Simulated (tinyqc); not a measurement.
Power transistor in saturation, electro-thermal loop: two steps of the calculation.

One temperature T for the device, T = T0 + Rth P(T), with P(T) = V I0 (T/300 K)^(-al) [1 + kv (T - 300 K)/Vov]^2. The loop gain is Rth dP/dT; a solution is thermally stable when it is below one.

Inputs (values chosen for the exercise): ambient temperature T0 = 340 K; drain voltage V = 48 V; saturation current at 300 K I0 = 1.1 A; exponent of the mobility al = 1.2; overdrive at 300 K Vov = 0.9 V; fall of the threshold with temperature kv = 2.3 mV/K; thermal resistance Rth = 2.6 K/W.

Problem 1. Temperature by substitution. P(T) = V I0 (T/300 K)^(-al) [1 + kv (T - 300 K)/Vov]^2; T(new) = T0 + Rth P(T).

T after iteration 1 = 483.52131 K

Wanted: P; T after iteration 2.

Solution 1.

P = 64.257 W
T after iteration 2 = 507.07 K

Problem 2. Loop gain and effective thermal resistance. P(T) = V I0 (T/300 K)^(-al) [1 + kv (T - 300 K)/Vov]^2; P'(T) = P [-al/T + 2 kv/(Vov + kv (T - 300 K))]; G = Rth P'. A small change of T0 changes T by 1/(1 - G) times as much.

converged T = 511.78331 K

Find: P; G; dT/dT0.

Solution 2.

P = 66.071 W
G = 0.16689
dT/dT0 = 1.2003

The feedback is positive: heating raises the power.

Program tinyqc, `OMP_NUM_THREADS=1 python tinyqc.py 2520045 2520046 out.jsonl`; Intel Xeon 2.30GHz, shared host, one thread, about 0.01 s.
